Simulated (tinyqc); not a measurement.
From results back to parameters: conductance of a narrow metal strip with scatterers (square lattice, Green functions). Four cases, with inputs chosen for the exercise.

Problem. Boundaries with reflection R, a distance dg apart, add incoherently to the scattering in a one-dimensional channel: rho/rho0 = 1 + (lam/dg) R/(1 - R). The ratio comes from a hidden R.

Case 1.

Values chosen (out of a larger set: hopping and spacing of the size met in Cu or Al; the lattice is a model; not measured data): lam = 19 nm (bulk mean free path); dg = 21 nm (distance between boundaries).

rho/rho0 = 2.10582

Case 2.

Values chosen (out of a larger set: hopping and spacing of the size met in Cu or Al; the lattice is a model; not measured data): lam = 33 nm (bulk mean free path); dg = 36 nm (distance between boundaries).

rho/rho0 = 1.53836

Case 3.

Values chosen (out of a larger set: hopping and spacing of the size met in Cu or Al; the lattice is a model; not measured data): lam = 41 nm (bulk mean free path); dg = 50 nm (distance between boundaries).

rho/rho0 = 1.44154

Case 4.

Values chosen (out of a larger set: hopping and spacing of the size met in Cu or Al; the lattice is a model; not measured data): lam = 17 nm (bulk mean free path); dg = 54 nm (distance between boundaries).

rho/rho0 = 1.06911

Find: R; effective mean free path lam rho0/rho.

Solution. y = (rho/rho0 - 1) dg/lam = R/(1 - R), so R = y/(1 + y).

Case 1.

R = 0.550
effective mean free path lam rho0/rho = 9.02 nm

Case 2.

R = 0.370
effective mean free path lam rho0/rho = 21.45 nm

Case 3.

R = 0.350
effective mean free path lam rho0/rho = 28.44 nm

Case 4.

R = 0.180
effective mean free path lam rho0/rho = 15.90 nm

Computed by tinyqc, one run a case: `OMP_NUM_THREADS=1 python tinyqc.py N N+1 out.jsonl` with N = 1452733, 1452756, 1452764, 1452799; one thread of a shared Intel(R) Xeon(R) Processor @ 2.30GHz, about 0.01 s a run at most.
